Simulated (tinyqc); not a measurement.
## Germanium share from the critical thickness

Question. Critical thickness (Matthews-Blakeslee, 60-degree dislocations): h = bv (1 - nu/4)[ln(h/bv) + 1]/(4 pi e_par (1 + nu)), nu = c12/(c11 + c12). e_par = b1 x. Find e_par and x.

Parameters, values chosen for the exercise:
- b1 = 0.0418 (lattice mismatch per unit x)
- c11 = 170 GPa (elastic constant)
- c12 = 63.4 GPa (elastic constant)
- bv = 0.384 nm (Burgers vector)

critical thickness = 8.0146387 nm

Solution. For given h the relation is explicit in the strain.

e_par = 1.13 %
x = 0.270

Numbers from tinyqc (`OMP_NUM_THREADS=1 python tinyqc.py 2530023 2530024 out.jsonl`; about 0.01 s on one thread of a shared Intel Xeon 2.30GHz).
